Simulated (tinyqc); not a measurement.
Threshold of a short bulk MOSFET: charge sharing, barrier lowering, narrow width: one step of the calculation.

n-channel device on a p-type body, depletion approximation, full ionisation. Uniform doping N = Na. Vbi from Boltzmann statistics is rough for the degenerate source. Cox = eps0 eox/tox.

Question. Short-channel and narrow-width shifts. Charge sharing (trapezoid; it ignores Vds): F = (xj/L)(sqrt(1 + 2 Wd/xj) - 1), lowering = body term times F. Barrier lowering: th = exp(-L/(2 l)) + 2 exp(-L/l), lowering = th [2 (Vbi - 2 pB) + Vds], DIBL = th. Narrow width: rise = body term times xw Wd/W. VT by each model = VT0 - lowering + rise.

Inputs (values chosen for the exercise); band and dielectric values close to those of silicon:
- xj = 91 nm (junction depth)
- Vds = 1.2 V (drain-source voltage)
- W = 1300 nm (gate width)
- xw = 0.7854 (shape factor of the fringing depletion at the width edges)
- L = 140 nm (channel length)

2 pB = 0.94379123 V
Wd = 36.825089 nm
body term = 0.24478336 V
VT0 = 0.23857459 V
Vbi = 1.0655679 V
l = 13.261169 nm

Find: F; lowering by charge sharing; th; lowering of the barrier; DIBL; narrow-width rise; VT, charge sharing; VT, barrier lowering.

Answer.

F = 0.22433
lowering by charge sharing = 54.911 mV
th = 0.0051517
lowering of the barrier = 7.4368 mV
DIBL = 5.1517 mV/V
narrow-width rise = 5.4459 mV
VT, charge sharing = 0.18911 V
VT, barrier lowering = 0.23658 V

L is 10.6 scale lengths. The charge-sharing lowering is 7.38 times the barrier lowering; the first falls off as 1/L and the second exponentially. Both describe the same loss of gate control, so they are alternatives and are not added.

Numbers from tinyqc (`OMP_NUM_THREADS=1 python tinyqc.py 2002092 2002093 out.jsonl`; about 0.01 s on one thread of a shared Intel Xeon 2.30GHz).
